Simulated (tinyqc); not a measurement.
Dopants and charged point defects at anneal temperature: Fermi-level effect, clustering and pairing: one step, computed by the program tinyqc.

Boltzmann statistics and full ionisation of active dopants. Energies are counted from the valence band; the defect (a vacancy or self-interstitial) has five charge states, with all degeneracy factors one.

Question. Charged defects. C_0 = N_s exp(S_f/k_B) exp(-H_f/k_B T). Ratios to the neutral state at E_F = E_i: r_+ = exp((E(+/0) - E_i)/k_B T), r_2+ = r_+ exp((E(2+/+) - E_i)/k_B T), r_- = exp((E_i - E(0/-))/k_B T), r_2- = r_- exp((E_i - E(-/2-))/k_B T); at other E_F state q scales as chi^(-q). The enhancement is sum r_q chi^(-q)/sum r_q. The charge on the defects is left out of neutrality.

Inputs (values chosen for the exercise, with bands modelled on 4H-SiC):
```
quantity,value,unit
anneal temperature T,1380,K
formation enthalpy of the neutral defect H_f,4.81,eV
formation entropy S_f,8.5,k_B
site density N_s,3.1e+22,cm^-3
```

Dopant: donor. Second part: pairing with a mobile impurity.

defect levels as fractions of E_g(T): (2+/+), (+/0), (0/-), (-/2-): [0.072, 0.22, 0.37, 0.9]

E_g = 2.963014 eV

k_B T = 0.1189192 eV

n_i = 1.428166e+15 cm^-3

E_i = 1.559950 eV

chi = 231065.6

Give: neutral defects C_0; Charge states; all defects, doped; enhancement over intrinsic; mean charge.

Answer.

neutral defects C_0 = 4.137e+08 cm^-3

Charge states:
```
state,ratio r,intrinsic (cm^-3),doped (cm^-3)
2+,5.832e-09,2.413e+00,4.519e-11
+,4.827e-04,1.997e+05,8.642e-01
0,1.000e+00,4.137e+08,4.137e+08
-,4.934e+01,2.041e+10,4.716e+15
2-,4.480e-03,1.853e+06,9.896e+16
```

all defects, doped = 1.037e+17 cm^-3

enhancement over intrinsic = 4.978e+06

mean charge = -1.955 e

Doping leaves the neutral state alone and multiplies the total by 4.98e6; the most common state is 2- (in intrinsic material -). Caution: the carrier density exceeds the effective density of states, where Boltzmann statistics understate the shift of E_F and so the density of charged defects (gap narrowing, also left out, works the other way).
